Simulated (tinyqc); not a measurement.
Changing the peak energy omega_1: critical temperature from a phonon spectrum: McMillan, Allen-Dynes and the linearised Eliashberg equation. Computed by tinyqc, a small Python program. Command: `OMP_NUM_THREADS=1 python tinyqc.py 3008091 3008092 out.jsonl eliashberg sweep`. One thread of a shared host (Intel(R) Xeon(R) Processor @ 2.30GHz), about 0.02 s of CPU time with the checks.

alpha^2 F(omega) = sum_i (lambda_i omega_i/2) delta(omega - omega_i), so that lambda = 2 int alpha^2 F/omega d omega = sum_i lambda_i.

Inputs (values chosen for the exercise, for a model metal):

| quantity | value | unit |
|---|---|---|
| coupling lambda_1 | 0.982 | - |
| peak energy omega_2 | 33.4 | meV |
| coupling lambda_2 | 1.22 | - |
| Coulomb pseudopotential mu* | 0.1 | - |

Peaks in alpha^2 F: two.

Constants: k_B = 8.617333262e-05 eV/K.

Method:
- omega_log = exp(sum lambda_i ln omega_i / lambda); omega_rms = sqrt(sum lambda_i omega_i^2 / lambda).
- McMillan form: k_B T_c = (omega_log/1.2) exp[-1.04 (1 + lambda)/(lambda - mu* (1 + 0.62 lambda))]. Allen-Dynes multiplies it by f1 f2: f1 = [1 + (lambda/L1)^(3/2)]^(1/3), L1 = 2.46 (1 + 3.8 mu*); f2 = 1 + (omega_rms/omega_log - 1) lambda^2/(lambda^2 + L2^2), L2 = 1.82 (1 + 6.3 mu*) omega_rms/omega_log.
- Linearised Eliashberg equation at omega_n = (2n + 1) pi k_B T, n = 0..N-1: lambda(j) = sum_i lambda_i omega_i^2/(omega_i^2 + (2 pi j k_B T)^2); K_mn = lambda(m - n) + lambda(m + n + 1) - 2 mu*(N) - delta_mn [2m + 1 + lambda(0) + 2 sum_(j=1..m) lambda(j)], with 1/mu*(N) = 1/mu* + ln(omega_rms/omega_N), omega_N = (2N + 1) pi k_B T. T_c is where the largest eigenvalue rho of K is zero.
- N is the smallest integer at or above 8 omega_max/(2 pi k_B T_AD), omega_max the highest peak and T_AD the Allen-Dynes value.

One run for each value:

| peak energy omega_1 (meV) | T_c, Eliashberg (K) | T_c, Allen-Dynes (K) | omega_log (meV) | k_B T_c/omega_log |
|---|---|---|---|---|
| 5.36 | 39.822 | 33.575 | 14.771 | 0.23233 |
| 6.92 | 41.336 | 37.243 | 16.553 | 0.21519 |
| 8.94 | 43.497 | 41.150 | 18.556 | 0.20200 |
| 11.60 | 46.439 | 45.370 | 20.841 | 0.19201 |
| 14.90 | 50.108 | 49.721 | 23.303 | 0.18530 |
| 19.30 | 54.827 | 54.683 | 26.153 | 0.18065 |
| 24.90 | 60.591 | 60.318 | 29.300 | 0.17820 |

What does the table show, and why?

Over the rows, T_c, Eliashberg (K) rises from 39.8 to 60.6 (exponent d ln y / d ln x 0.15 between the first rows and 0.39 between the last); T_c, Allen-Dynes (K) rises from 33.6 to 60.3 (exponent d ln y / d ln x 0.41 between the first rows and 0.38 between the last); omega_log (meV) rises from 14.8 to 29.3 (exponent d ln y / d ln x about 0.45 throughout). At fixed lambda_1 a softer peak gives less: very soft phonons do little for T_c. Left out: 4.15 (the run failed its checks).

Caution (all rows): for lambda above about 1.5 the plain McMillan form saturates and falls short. Caution (rows 19.3, 24.9): a phonon-mediated T_c this high is known only in hydrides under high pressure.

Extremes, crossings and ranges named in words are read from the listed rows.
